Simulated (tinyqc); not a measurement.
Moment against the Stoner parameter: Stoner model of a band ferromagnet.

Density of states per atom and spin: flat with a rise to the top, D(e) = (M/W) [1 - sp + 4 sp (e/W + 1/2)^3]. Levels e -/+ I m/2 for up and down spin, m = n_up - n_down, n_up + n_down = nd. At zero temperature e(N) is the energy below which N states lie, and E(m) = sum over spins of integral e D de - I m^2/4.

Parameters, chosen for this exercise: W = 4.3 eV (band width, e from -W/2 to W/2); M = 5 (states per atom and spin); nd = 7.89 (electrons per atom); sp = 0.57 (shape parameter).

Lowest state for each I.

Results:

| I (eV) | I D(EF) | m (muB) | E - E(0) (meV) |
|---|---|---|---|
| 0.24 | 0.604 | 0.000 | 0.0 |
| 0.32 | 0.806 | 0.000 | 0.0 |
| 0.36 | 0.907 | 0.000 | 0.0 |
| 0.40 | 1.007 | 1.177 | -0.5 |
| 0.44 | 1.108 | 2.110 | -42.4 |
| 0.60 | 1.511 | 2.110 | -220.5 |
| 0.72 | 1.813 | 2.110 | -354.1 |

Give the missing row, I (eV) = 0.50.

Computed row:
```
I (eV)  I D(EF)  m (muB)  E - E(0) (meV)
0.50      1.259    2.110          -109.2
```

A moment first appears at I = 0.40 eV of those listed, where I D(EF) = 1.007. It is saturated at 2.110 from I = 0.44 eV on.

Computed by tinyqc, a small Python program: `OMP_NUM_THREADS=1 python tinyqc.py 1680517 1680518 out.jsonl` (the numbers bound the seed that draws the inputs); one thread of a shared host (Intel(R) Xeon(R) Processor @ 2.30GHz), about 0.3 s for the whole set of steps.
